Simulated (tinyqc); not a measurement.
A particle near a wafer in liquid: double-layer and van der Waals forces (DLVO), deposition barrier and removal: one step, computed by the program tinyqc.

Sphere and flat wall, Derjaguin approximation, constant potentials in the linear-superposition form, no retardation and no hydration force.

Problem. Energy and force at one gap. U(h) = Z R exp(-kappa h) - A R/(6 h); F(h) = -dU/dh = kappa Z R exp(-kappa h) - A R/(6 h^2), positive for repulsion.

Inputs (values chosen for the exercise, of the order of those for alumina on silica in water): particle radius R = 180 nm; Hamaker constant A = 1.3e-20 J; temperature T = 343 K; gap h = 1 nm.

Z = -8.616420 pN

kappa = 0.2124713 1/nm

Constants: k_B = 1.380649e-23 J/K.

Give: double-layer energy; van der Waals energy; U(h); F(h).

Solution.

double-layer energy = -264.8 k_B T

van der Waals energy = -82.35 k_B T

U(h) = -347.2 k_B T

F(h) = -656.5 pN

Caution: for kappa h below 1 linear superposition is only rough, and charge regulation matters.
